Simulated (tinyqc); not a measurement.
What each parameter does: pi bands of a honeycomb layer in tight binding.

Lattice vectors a (1,0) and a (1/2, sqrt3/2); f = exp(i ky a/sqrt3) + 2 cos(kx a/2) exp(-i ky a/(2 sqrt3)), w = |f|. H = [[D - t2 F, -t f], [., -D - t2 F]] with F = w^2 - 3, S = [[1, s0 f], [., 1]]; the levels solve det(H - E S) = 0. K = (4 pi/3a, 0), M = (pi/a, pi/(sqrt3 a)); w = 3, 1, 0 at Gamma, M, K.

Inputs chosen for the exercise (of the size used for hexagonal BN; shifted at random, so the results belong to these values and not to a real crystal): a = 2.5 angstrom (lattice constant); t = 2.63 eV (nearest hopping); t2 = 0.26 eV (second-neighbour hopping); s0 = 0 (overlap of neighbours); D = 2.7 eV (+D on A, -D on B).

Gap at K, difference at M, and the two levels at Gamma, from (e - E)^2 - D^2 - (t + s0 E)^2 w^2 = 0, e = -t2 (w^2 - 3). Each row changes one parameter from the base and keeps the others.

Results:

| case | gap at K (eV) | difference at M (eV) | lower at Gamma (eV) | upper at Gamma (eV) |
|---|---|---|---|---|
| base | 5.4000 | 7.5384 | -9.8992 | 6.7792 |
| t = 2.7615 eV | 5.4000 | 7.7242 | -10.2734 | 7.1534 |
| t2 = 0.31 eV | 5.4000 | 7.5384 | -10.1992 | 6.4792 |
| s0 = 0.03 | 5.4000 | 7.5653 | -9.1267 | 7.4130 |
| D = 2.8 eV | 5.6000 | 7.6829 | -9.9321 | 6.8121 |
| a = 2.55 angstrom | 5.4000 | 7.5384 | -9.8992 | 6.7792 |

The largest shifts from the base row, up to three for each result and ties (the steps differ in size, so this ranks the rows, not the parameters). gap at K (eV): D +0.2000; unchanged at the printed digits by t, t2, s0 and a. difference at M (eV): t +0.1858, D +0.1445, s0 +0.0269; unchanged at the printed digits by t2 and a. lower at Gamma (eV): s0 +0.7725, t -0.3742, t2 -0.3000; unchanged at the printed digits by a. upper at Gamma (eV): s0 +0.6338, t +0.3742, t2 -0.3000; unchanged at the printed digits by a. At points fixed by symmetry a drops out; the gap at K is 2D whatever the hoppings.

(tinyqc, `OMP_NUM_THREADS=1 python tinyqc.py 1481436 1481437 out.jsonl`, Intel(R) Xeon(R) Processor @ 2.30GHz, 1 thread, shared host, about 0.01 s.)
